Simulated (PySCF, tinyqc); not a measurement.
Starting guesses with plain Roothaan steps: SCF starting guesses in the 6-31g basis, for H3+, spin multiplicity 1. Computed by the program tinyqc with PySCF. RHF with one setting changed at a time; a run stops when the energy changes by less than 1e-09 hartree and the error matrix is below 1e-5. Starts: the lowest orbitals of the core Hamiltonian, of the Wolfsberg-Helmholz matrix (K = 1.75), projected atomic densities, random orbitals, and the highest orbitals of the core Hamiltonian (a deliberately bad start).

Geometry (angstrom):
```
atom       x       y        z
H     0.0000  0.0000   0.0000
H     0.0000  0.0000   1.3290
H     0.0000  1.3260  -0.0850
```

lowest restricted solution found by these runs and by PySCF = -1.147186 hartree

Largest element of the error matrix X^T (FDS - SDF) X:
```
iteration     core  Wolfsberg-Helmholz  atomic densities   random  highest core orbitals
1          1.6e-01             1.3e-01           6.1e-02  8.8e-01                9.4e-02
2          1.2e-02             2.3e-02           1.4e-02  1.5e-01                1.8e-01
3          1.5e-03             4.1e-03           2.3e-03  2.6e-02                1.7e-02
4          2.3e-04             7.3e-04           4.1e-04  5.3e-03                4.0e-03
5          5.0e-05             1.3e-04           7.9e-05  1.1e-03                9.2e-04
6          1.1e-05             2.7e-05           1.8e-05  2.6e-04                2.1e-04
8                -             1.2e-06                 -  1.3e-05                1.1e-05
```

How each run ends:
```
run                    iterations  E (hartree)         state
core                            7    -1.147186  lowest found
Wolfsberg-Helmholz              8    -1.147186  lowest found
atomic densities                7    -1.147186  lowest found
random                          9    -1.147186  lowest found
highest core orbitals           9    -1.147186  lowest found
```

What does the comparison show, and why?

5 of 5 runs reach the lowest restricted solution found, in 7 to 9 iterations (fastest: core, atomic densities). The first errors are 2e-01, 1e-01, 6e-02, 9e-01, 9e-02. The restricted reference is unstable here: a spin-polarised solution lies 0.0009 hartree lower (PySCF), so results built on it describe a poor reference.
